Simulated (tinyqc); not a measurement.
Inside a calculation: two-band k.p model of the Delta valleys near the X point under shear strain. Values are carried at full precision from step to step, so a last printed digit may differ when a step is redone from the rounded ones.

Constants: hbar^2/2m0 = 3.80998211 eV angstrom^2.

Parameters, chosen for this exercise (near those of Si; the results hold for these values, not for the real material): a = 5.433 angstrom (lattice constant); ml = 0.926 m0 (longitudinal mass); mt = 0.2 m0 (transverse mass); kx0 = 0.143 2 pi/a (distance of the minimum from X); D = 12.8 eV (shear deformation potential); Mp = 0.242 m0 (coupling mass); exy = 0.006 (shear strain); k = (0.003, 0.05, 0.235) 1/angstrom (wave vector from X).

## Scales

k0 = kx0 2 pi/a; Delta = 2 c k0^2/ml with c = hbar^2/2m0, half the splitting of the two bands at k0; eta = D exy/Delta measures the shear coupling against it.

k0 = 0.16538 1/angstrom
Delta = 0.22506 eV
eta = 0.3412
splitting of the two bands at X, 2 |D exy| = 0.1536 eV

## The Hamiltonian at one k

Valley pair on the [001] axis, kz counted from the X point, c = hbar^2/2m0, k0 = kx0 2 pi/a. H = (c kz^2/ml + c (kx^2 + ky^2)/mt + c k0^2/ml) 1 + (2 c k0 kz/ml) sigma_z + (D exy - 2 c kx ky/Mp) sigma_x, so E = c kz^2/ml + c (kx^2 + ky^2)/mt + c k0^2/ml -/+ sqrt((2 c k0 kz/ml)^2 + (D exy - 2 c kx ky/Mp)^2). Without strain the lower band has its minima, E = 0, at kz = +/- k0. Shifts from diagonal strain are left out.

Fill in the 2 x 2 matrix (sigma_z diagonal) and give its levels.

H(k) (eV):
```
        1       2
1  0.7074  0.0721
2  0.0721  0.0677
```

levels (eV): 0.0597  0.7154

## Position, depth and masses of the minimum

For |eta| < 1: k_min = k0 sqrt(1 - eta^2), E_min = -Delta eta^2/2, ml(eta) = ml/(1 - eta^2), 1/m[110] = 1/mt + eta/Mp, 1/m[1-10] = 1/mt - eta/Mp. For |eta| > 1 the minimum sits at X: E_min = -Delta (2 |eta| - 1)/2, ml(eta) = ml/(1 - 1/|eta|), and eta is replaced by its sign in the transverse masses.

k_min = 0.1555 1/angstrom
E_min = -13.10 meV
ml(eta) = 1.048 m0

masses along [110] and [1-10] (m0): 0.1560  0.2786

The minimum has moved 6.0 % of the way to X; electrons are lighter along [110] (-22.0 % against mt) and heavier across (+39.3 %).

## The two bands along kz

kx = ky = 0, kz from 0 to 1.6 k0 in steps of 0.2 k0, with and without the strain.

Levels (eV):
```
kz/k0  kz (1/angstrom)    lower   upper  lower, no strain  upper, no strain
0.0             0.0000   0.0357  0.1893            0.1125            0.1125
0.2             0.0331   0.0280  0.2060            0.0720            0.1620
0.4             0.0662   0.0122  0.2489            0.0405            0.2206
0.6             0.0992  -0.0023  0.3084            0.0180            0.2881
0.8             0.1323  -0.0112  0.3803            0.0045            0.3646
1.0             0.1654  -0.0127  0.4629            0.0000            0.4501
1.2             0.1985  -0.0062  0.5553            0.0045            0.5446
1.4             0.2315   0.0088  0.6574            0.0180            0.6482
1.6             0.2646   0.0324  0.7688            0.0405            0.7607
```

## Checks

- Depth of the minimum by numerical search against the closed form (eV): both -0.013104.
- Mass along [110] by finite differences against the closed form: both 0.1560.

(tinyqc, `OMP_NUM_THREADS=1 python tinyqc.py 1081035 1081036 out.jsonl`, Intel(R) Xeon(R) Processor @ 2.30GHz, 1 thread, shared host, about 0.01 s.)
